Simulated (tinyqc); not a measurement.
A square-lattice strip 2 sites wide, recursive Green functions: two steps of the calculation.

The device has N = 5 slices of 2 site(s), nearest-neighbour hopping -t, and site energies U; the leads are semi-infinite continuations with site energy 0. V = <i+1|H|i> = -t 1.

Inputs (values chosen for the exercise): hopping (matrix element -t) t = 1 eV; site energies, slice by slice (2 a slice) U = [0.22, -0.4, -0.43, 0.16, 0.72, -0.68, -0.45, 0.45, 0.56, -0.74] eV; energy E = -0.05 eV.

Question 1. Slice 1. Forward pass: g_1 = (E - H_1 - Sigma)^(-1), g_i = (E - H_i - V g_(i-1) V^dagger)^(-1), with Sigma also subtracted on the last slice; G_(i,1) = g_i V G_(i-1,1), starting from g_1. H_i is the block of slice i: its site energies on the diagonal and -t between neighbouring rows.

Sigma (eV):

|  | 1 | 2 |
|---|---|---|
| 1 | -0.02500000-0.86554401i | 0.50000000-0.01444178i |
| 2 | 0.50000000-0.01444178i | -0.02500000-0.86554401i |

Find: g_1.

Answer 1.

g_1 (1/eV):

|  | 1 | 2 |
|---|---|---|
| 1 | -0.27025-0.81777i | 0.45351+0.05402i |
| 2 | 0.45351+0.05402i | 0.29357-0.76708i |

Question 2. Transmission and its channels. T(E) = Tr[Gamma G_(N,1) Gamma G_(N,1)^dagger]. The non-zero eigenvalues T_n of the matrix under the trace are the channel transmissions; Fano factor sum T_n (1 - T_n)/sum T_n.

G_(5,1) (1/eV):

|  | 1 | 2 |
|---|---|---|
| 1 | 0.02517900+0.14356284i | 0.26843971-0.01620816i |
| 2 | 0.23602377+0.03875943i | -0.03734497+0.09462729i |

Gamma (eV):

|  | 1 | 2 |
|---|---|---|
| 1 | 1.7310880 | 0.0288836 |
| 2 | 0.0288836 | 1.7310880 |

Wanted: T(E); T_n; Fano factor.

Answer 2.

T(E) = 0.48289
T_n: [0.28784, 0.19505]
Fano factor = 0.74964

With 2 open mode(s) in the leads T(E) cannot exceed 2. Inverting the whole matrix gives the same value.

tinyqc, about 0.01 s, one thread, Intel Xeon 2.30GHz (shared host): `OMP_NUM_THREADS=1 python tinyqc.py 2660013 2660014 out.jsonl`
